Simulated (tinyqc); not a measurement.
Stepped quantum well by finite differences: one step. Lowest levels on the coarse grid. The numbers come from values chosen for the exercise (near those of an InGaAs well in InP).

diagonal H_ii (eV): 0.370486  0.381066  0.420612  0.277458  0.321433  0.367027  0.360528  0.344023  0.473322  0.465706  0.476286

H_(i,i+1) (eV): -0.092693  -0.092693  -0.121659  -0.176959  -0.155053  -0.137974  -0.137974  -0.110889  -0.092693  -0.092693

Task: Diagonalise the symmetric tridiagonal matrix; give the three lowest levels and the weights u_i^2 (sum 1) of the two lowest.

Give: levels; weights on the points.

Result:

levels (eV): 0.0500  0.1569  0.2478

weights on the points:
```
             1      2      3      4      5      6      7      8      9     10     11
level 1  0.000  0.004  0.044  0.346  0.375  0.160  0.054  0.015  0.001  0.000  0.000
level 2  0.002  0.011  0.042  0.135  0.012  0.092  0.341  0.313  0.047  0.005  0.000
```

Computed by tinyqc, a small Python program: `OMP_NUM_THREADS=1 python tinyqc.py 1250771 1250772 out.jsonl` (the numbers bound the seed that draws the inputs); one thread of a shared host (Intel(R) Xeon(R) Processor @ 2.30GHz), about 0.01 s for the whole set of steps.
